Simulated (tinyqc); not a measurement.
Thin film between two gates, subbands and threshold shift from confinement: two steps of the calculation.

Undoped body with a flat potential across it, hard walls, transport along x. Three valley pairs (g = 2 each) with the longitudinal mass along x, y or z. Non-parabolicity enters the subband edges through E (1 + al E) = gamma, so E = 2 gamma/(1 + sqrt(1 + 4 al gamma)); motion within a subband is taken as parabolic with the band-edge mass. Energies are counted from the bulk band edge.

Inputs (values chosen for the exercise); masses close to those of silicon: temperature T = 300 K; longitudinal mass ml = 0.912 m0; transverse mass mt = 0.187 m0; non-parabolicity al = 0 1/eV; film thickness (along z) t = 8.4 nm; widening of the box by penetration into the insulator dl = 0 nm.

Constants: q = 1.602176634e-19 C, kB = 1.380649e-23 J/K, hbar = 1.054571817e-34 J s, m0 = 9.1093837015e-31 kg, Vt = kB T/q, hbar^2/(2 m0) = 0.0380998212 eV nm^2. Results are converted to the units shown.

Task 1. Lowest subbands. gamma = C (pi k/(t + dl))^2/mz, C = hbar^2/(2 m0). List the 6 lowest, labelled by valley axis and quantum numbers, with degeneracy g and N_k: N_k = g sqrt(mx my) m0 kB T/(pi hbar^2).

Give: E_k; g; N_k.

Result 1.

```
subband  E_k (eV)  g  N_k (cm^-2)
z1       0.005843  2     4.039e12
z2        0.02337  2     4.039e12
x1        0.02850  2     8.919e12
y1        0.02850  2     8.919e12
z3        0.05259  2     4.039e12
z4        0.09350  2     4.039e12
```

Task 2. Threshold shift. Each subband has N_k = g sqrt(mx my) m0 kB T/(pi hbar^2); without degeneracy n = exp(EF/Vt) sum N_k exp(-E_k/Vt). Classical value Nc times t, Nc = sum over valleys of 2 g (m m0 kB T/(2 pi hbar^2))^1.5 with m = (mx my mz)^(1/3). Threshold shift dVT = Vt ln(classical value/sum N_k exp(-E_k/Vt)). Use the subbands listed.

```
subband      E_k (eV)   N_k (cm^-2)
z1       0.0058434492  4.0388985e12
z2        0.023373797  4.0388985e12
x1        0.028498533  8.9194804e12
y1        0.028498533  8.9194804e12
z3        0.052591043  4.0388985e12
z4        0.093495187  4.0388985e12
```

Give: shares; sum N_k exp(-E_k/Vt); Nc; classical value; dVT.

Result 2.

shares, subband z1 to z4 (%): [28.217, 14.322, 25.942, 25.942, 4.626, 0.951]
sum N_k exp(-E_k/Vt) = 1.1418e13 cm^-2
Nc = 2.6888e19 cm^-3
classical value = 2.2586e13 cm^-2
dVT = 17.635 mV

Program tinyqc, `OMP_NUM_THREADS=1 python tinyqc.py 2350149 2350150 out.jsonl`; Intel Xeon 2.30GHz, shared host, one thread, about 0.1 s.
